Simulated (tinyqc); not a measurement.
Single-domain magnet: Stoner-Wohlfarth switching, Neel-Arrhenius retention, LLG dynamics and spin torque: one step, computed by the program tinyqc. Command: `OMP_NUM_THREADS=1 python tinyqc.py 3007394 3007395 out.jsonl macro walk`. One thread of a shared host (Intel(R) Xeon(R) Processor @ 2.30GHz), about 0.02 s of CPU time with the checks.

The moment is uniform, with unit vector m; z is the easy axis. mu_0 = 1.25663706212e-6 T m/A, gamma = 1.76085963023e11 rad/(s T).

Task: Spin-transfer switching. For axial symmetry and a polariser along z: I_c0 = (4 e alpha/(hbar eta)) K_eff V; relaxation time tau_D = (1 + alpha^2)/(alpha gamma mu_0 H_K); thermal start angle theta_0 = 1/sqrt(2 Delta); switching time about tau_D ln(pi/(2 theta_0))/(I/I_c0 - 1); precession frequency gamma mu_0 H_K/(2 pi (1 + alpha^2)).

Inputs (values chosen for the exercise, for a model magnet):

| quantity | value | unit |
|---|---|---|
| temperature T | 250 | K |
| damping alpha | 0.028 | - |
| spin-torque efficiency eta | 0.55 | - |
| drive I/I_c0 | 1.7 | - |

Shape: prolate spheroid, easy axis along it.

K_eff = 105.5102 kJ/m^3

volume V = 2185.658 nm^3

stability factor Delta = 66.81181

anisotropy field mu_0 H_K = 0.2567157 T

Constants: e = 1.602176634e-19 C; hbar = 1.054571817e-34 J s.

Give: critical current I_c0; Delta/I_c0; tau_D; switching time, estimate; precession frequency.

Result:

critical current I_c0 = 71.345 microampere

Delta/I_c0 = 0.93646 1/microampere

tau_D = 0.79069 ns

switching time, estimate = 3.2747 ns

precession frequency = 7.1888 GHz
